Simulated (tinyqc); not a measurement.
# Q-state Potts model on a small periodic square lattice: enumeration, Metropolis, heat-bath and Wolff steps, step by step

A worked calculation. Computed by tinyqc, a small Python program that keeps every step. Command: `OMP_NUM_THREADS=1 python tinyqc.py 3110797 3110798 out.jsonl potts walk`. One thread of a shared host (Intel(R) Xeon(R) Processor @ 2.30GHz), about 0.1 s of CPU time with the checks. Intermediate numbers are printed to about 5 digits and carried at full precision; extremes and crossings named in words are read from the listed rows.

E = -J x (number of nearest-neighbour bonds with equal states); n x n sites with periodic edges have 2 n^2 bonds. Order parameter m = (q f - 1)/(q - 1), f being the largest share of one state. Sites are numbered row by row from 0. Here q = 4 and n = 3.

Inputs (values chosen for the exercise, for a model of domains or grain orientations): number of states q = 4; edge n = 3; coupling J = 23 meV; temperature T = 173 K; seed = 547474.

Update: heat bath.

Constants: k_B = 8.617333262e-05 eV/K.

## Scales

K = J/(k_B T); the infinite square lattice orders at K_c = ln(1 + sqrt(q)); Wolff bond probability p = 1 - exp(-K).

K = 1.5428

K_c = 1.0986

T_c of the infinite lattice = 242.95 K

p = 0.78622

## Density of states

All q^(n^2) states are counted by their number b of equal bonds; weights g(b) exp(K b), K = J/(k_B T). Per site: u = -J <b>/n^2, c/k_B = K^2 (<b^2> - <b>^2)/n^2.

States by number of equal bonds:
```
b    g(b)  probability
0    1056   2.1480e-10
1    6048   5.7545e-09
2   26568   1.1825e-07
3   45360   9.4434e-07
4   63936   6.2263e-06
5   48384   2.2040e-05
6   34884   7.4331e-05
7   19872   1.9807e-04
8   10368   4.8338e-04
9    2784   6.0715e-04
10   2052   2.0933e-03
11    432   2.0614e-03
12    288   6.4284e-03
14    108   5.2746e-02
18      4   9.3528e-01
```

The most probable level has b = 18 of 18 bonds.

## Exact averages

ln Z = ln sum g(b) exp(K b); entropy per site s/k_B = (ln Z - K <b>)/n^2.

<b> = 17.706

energy u = -45.247 meV/site

heat capacity c = 0.35994 k_B/site

entropy s = 0.21195 k_B/site

## Order parameter

The same sums with m: <m> and the Binder ratio U = 1 - <m^4>/(3 <m^2>^2).

<m> = 0.98773

Binder ratio U = 0.66392

## Eight single-site steps

start states:
$$\begin{pmatrix}
3 & 2 & 0 \\
2 & 2 & 2 \\
2 & 2 & 3
\end{pmatrix}$$

random numbers, one row a step:
$$\begin{pmatrix}
0.0467 & 0.6601 & 0.0258 \\
0.2833 & 0.2095 & 0.6924 \\
0.9171 & 0.3659 & 0.4671 \\
0.1169 & 0.7680 & 0.2850 \\
0.7884 & 0.8659 & 0.8074 \\
0.1827 & 0.2349 & 0.4286 \\
0.9690 & 0.3731 & 0.4745 \\
0.8306 & 0.6133 & 0.3470
\end{pmatrix}$$

Site = floor(r1 n^2). State c is drawn with probability exp(K k_c)/sum exp(K k), k_c the number of neighbours in state c: the first c whose cumulative probability reaches r2; r3 is not used.

Steps:
```
site  old  neighbours in each state      P(old)   P(new)  new
0       3                   1 0 3 0  9.1720e-03  0.93875    2
2       0                   0 0 3 1  9.1720e-03  0.93875    2
8       3                   0 0 4 0  2.0757e-03  0.99377    2
1       2                   0 0 4 0  9.9377e-01  0.99377    2
7       2                   0 0 4 0  9.9377e-01  0.99377    2
1       2                   0 0 4 0  9.9377e-01  0.99377    2
8       2                   0 0 4 0  9.9377e-01  0.99377    2
7       2                   0 0 4 0  9.9377e-01  0.99377    2
```

states afterwards:
$$\begin{pmatrix}
2 & 2 & 2 \\
2 & 2 & 2 \\
2 & 2 & 2
\end{pmatrix}$$

## A longer run and its error bar

After 400 updates are discarded, b is recorded for 4000 sweeps of n^2 steps of the update named (random numbers not printed, so these rows are one sample). Records are averaged in blocks; the error is the scatter of block means over sqrt(number of blocks), and the last column its square over that for single records.

Blocking:
```
block length  mean b     error  variance ratio
1             17.734  0.017179          1.0000
4             17.734  0.023504          1.8718
16            17.734  0.025205          2.1525
40            17.734  0.029775          3.0039
100           17.734  0.024617          2.0533
```

The run gives 17.734 +/- 0.030 (blocks of 40) against the exact 17.706, a difference of 1.0 error bars. Single records understate the error by a factor of about 1.7, because successive records are correlated.

## Across the transition

m and U = 1 - <m^4>/(3 <m^2>^2) from the same sums; K = K_c T_c/T.

Exact values for this lattice:
```
T/T_c  share of equal bonds  c (k_B/site)      <m>        U
0.50                0.99903        0.0387  0.99933  0.66655
0.70                0.98553        0.3269  0.98922  0.66429
0.85                0.94557        0.9027  0.95552  0.65480
0.95                0.89297        1.4063  0.90719  0.63859
1.00                0.85844        1.6196  0.87404  0.62610
1.10                0.77870        1.8286  0.79456  0.59163
1.25                0.65916        1.5904  0.66979  0.52309
1.50                0.52113        0.8700  0.51934  0.41492
2.00                0.40589        0.2863  0.39121  0.32317
3.00                0.33643        0.0824  0.31759  0.30123
```

c is largest, 1.83 k_B, at T/T_c = 1.1: on so small a lattice the transition is a broad bump. At T_c the infinite lattice has a share (1 + 1/sqrt(q))/2 = 0.750 of equal bonds, against 0.858 here. <m> stays at 0.32 at 3 T_c, since the largest share among 9 sites always exceeds 1/q on average.

Checks made by the program: number of states (relative difference below 1e-10).
